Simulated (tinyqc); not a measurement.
Doping from two capacitances.

Question. An abrupt p-n junction obeys 1/C^2 = 2 (Vbi - V)/(q eps0 eps_r Ne), Ne = Na Nd/(Na + Nd), Vbi = Vt ln(Na Nd/ni^2), V the bias of the p side. Na is known to be the larger doping. Find Ne, Vbi, Na and Nd.

Values chosen for this exercise: temperature T = 300 K; relative permittivity eps_r = 9.86.

Constants: q = 1.602176634e-19 C, kB = 1.380649e-23 J/K, Vt = kB T/q, eps0 = 8.8541878128e-14 F/cm where lengths are in cm. Results are converted to the units shown.

C at V = -0.3 and -6.1 V (nF/cm^2): [8.1395238, 4.8216310]
ni = 2.2592871e-8 cm^-3

Answer. The slope of 1/C^2 against -V gives Ne and its intercept Vbi. Then Na Nd = ni^2 exp(Vbi/Vt) and Na + Nd = Na Nd/Ne, so both are roots of one quadratic.

Ne = 2.97e15 cm^-3
Vbi = 2.84 V
Na = 7.10e16 cm^-3
Nd = 3.10e15 cm^-3

Computed by the program tinyqc: `OMP_NUM_THREADS=1 python tinyqc.py 2000017 2000018 out.jsonl`, one thread of a shared Intel Xeon 2.30GHz, about 0.01 s for the whole run.
